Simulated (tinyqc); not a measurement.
Three ways to the same curve: density of states of one tight-binding band on the simple cubic lattice.

E(k) = -2 t (c1 + c2 + c3) - 4 t2 (c1 c2 + c2 c3 + c3 c1) with ci = cos(2 pi ki); k in fractions of the reciprocal vectors, mesh k_i = j/N with j = 0 .. N-1. Densities are per cell and per spin, so the band holds one state.

Each cube of the mesh, corners numbered 0 to 7 as the binary number (i j l), is cut into six tetrahedra around the diagonal 0-7: 0137, 0157, 0237, 0267, 0457, 0467. For corner energies e1 <= e2 <= e3 <= e4 and eij = ei - ej, the share of the tetrahedron below E is n = (E - e1)^3/(e21 e31 e41) for e1 < E < e2; n = [e21^2 + 3 e21 x + 3 x^2 - (e31 + e42) x^3/(e32 e42)]/(e31 e41) with x = E - e2 for e2 < E < e3; n = 1 - (e4 - E)^3/(e41 e42 e43) for e3 < E < e4; its density of states is g = dn/dE.

Gaussian broadening: g(E) = mean over the mesh of exp(-(E - E_k)^2/(2 sigma^2))/(sigma sqrt(2 pi)), n(E) = mean of erfc((E_k - E)/(sigma sqrt 2))/2.

Values chosen for the exercise:

| symbol | value | unit | meaning |
|---|---|---|---|
| t | 1.87 | eV | nearest hopping |
| t2 | 0 | eV | second hopping |
| N2 | 8 |  | mesh points along each axis in this comparison |
| sigma | 0.374 | eV | Gaussian width |

N = N2 here; the reference is the linear method with N = 36.

g(E) (1/eV):

| E (eV) | reference | linear tetrahedra | Gaussian, sigma | Gaussian, sigma/4 | reference n(E) |
|---|---|---|---|---|---|
| -9.179 | 0.016 | 0.015 | 0.024 | 0.028 | 0.021 |
| -7.139 | 0.028 | 0.027 | 0.017 | 0.000 | 0.065 |
| -5.099 | 0.045 | 0.044 | 0.054 | 0.026 | 0.138 |
| -3.059 | 0.077 | 0.083 | 0.083 | 0.000 | 0.265 |
| -1.019 | 0.077 | 0.080 | 0.062 | 0.143 | 0.422 |
| 1.021 | 0.077 | 0.080 | 0.062 | 0.146 | 0.578 |
| 3.061 | 0.077 | 0.083 | 0.083 | 0.000 | 0.735 |
| 5.101 | 0.044 | 0.044 | 0.054 | 0.027 | 0.862 |
| 9.181 | 0.016 | 0.015 | 0.024 | 0.027 | 0.979 |

Give the missing row, E (eV) = 7.141.

Computed row:
```
E (eV)  reference  linear tetrahedra  Gaussian, sigma  Gaussian, sigma/4  reference n(E)
7.141       0.028              0.027            0.017              0.000           0.935
```

Root-mean-square errors against the reference: 0.0032 for linear tetrahedra, 0.0103 for sigma and 0.0485 for sigma/4. The narrow Gaussian is worse than the wide one, because it resolves the separate mesh levels. The reference is highest at -3.059, -1.019, 1.021 and 3.061 eV of the energies listed, and half filling lies between -1.019 and 1.021 eV.

Run: tinyqc, `OMP_NUM_THREADS=1 python tinyqc.py 1651428 1651429 out.jsonl`; Intel(R) Xeon(R) Processor @ 2.30GHz, one thread, shared host; about 0.3 s of CPU time with all checks.
